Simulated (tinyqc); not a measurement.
A short-path metal as competitor: size effects in the resistivity of thin metal films and interconnect lines. Computed by tinyqc, a small Python program. Command: `OMP_NUM_THREADS=1 python tinyqc.py 3012269 3012270 out.jsonl size walk`. One thread of a shared host (Intel(R) Xeon(R) Processor @ 2.30GHz), about 0.01 s of CPU time with the checks.

Electrons lose their drift at surfaces (a share 1 - p of the hits) and at grain boundaries (reflection R), besides bulk scattering. The line sits in a trench with a non-conducting liner on both walls and the bottom; the spacing equals the drawn width.

Inputs (values chosen for the exercise, modelled on gold): bulk resistivity rho_b = 2.2 microohm cm; bulk mean free path lambda = 38.3 nm; specularity p = 0; grain-boundary reflection R = 0.48; grain size over metal width = 0.77; aspect ratio (height over width) = 1.5; liner thickness t = 0.7 nm; competitor: rho_b relative to this metal = 4; competitor: lambda relative to this metal = 0.15; competitor: liner relative to t = 0.29.

Geometry: line.

Method:
- Fuchs-Sondheimer film: rho_b/rho = 1 - (3/(2 kappa))(1 - p) int_0^1 (s - s^3)(1 - exp(-kappa/s))/(1 - p exp(-kappa/s)) ds, f = rho/rho_b, kappa = thickness/lambda, 80 Gauss-Legendre points.
- Line: the excess of a film of thickness w_m and of a film of thickness h_m are added, rho/rho_b = 1 + (f(w_m) - 1) + (f(h_m) - 1), an estimate that holds best when both sides exceed lambda.
- Mayadas-Shatzkes: alpha = (lambda/D) R/(1 - R); rho_b/rho = 1 - 3 alpha/2 + 3 alpha^2 - 3 alpha^3 ln(1 + 1/alpha).
- w_m = w - 2t, h_m = (aspect ratio) w - t, D = (ratio) w_m; rho = rho_b [1 + surface excess + grain excess].
- Effective resistivity rho (aspect ratio) w^2/(w_m h_m) for the metal with its liner, for the same metal without liner, and for a competitor with its own rho_b, lambda and liner, and for that competitor with the liner t; p, R, aspect and grain ratios are the same.

Effective resistivity (microohm cm):
```
w (nm)  this metal  without liner  competitor  competitor, liner t
200          3.240          3.203       9.435                9.501
100          4.320          4.213      10.070               10.217
50           6.608          6.256      11.352               11.709
30           9.868          8.963      13.098               13.844
20          14.277         12.291      15.354               16.783
14          20.566         16.490      18.379               21.058
10          30.258         21.981      22.620               27.747
7           48.401         30.056      29.409               40.358
5           82.147         40.617      39.268               63.752
```

The competitor wins below a width between 20.0 and 14.0 nm. In narrow lines rho scales as rho_b lambda/w, and the product rho_b lambda of the competitor is 0.60 times this metal's. At the narrowest width the liner costs this metal a factor 2.02. With the same liner the competitor wins below a width between 14.0 and 10.0 nm; at the narrowest width the thinner liner lowers it from 63.8 to 39.3. Rows with w - 2t below lambda stretch the additive estimate. Metal widths below about 5 nm are outside this semiclassical model.

Extremes, crossings and ranges named in words are read from the listed rows.
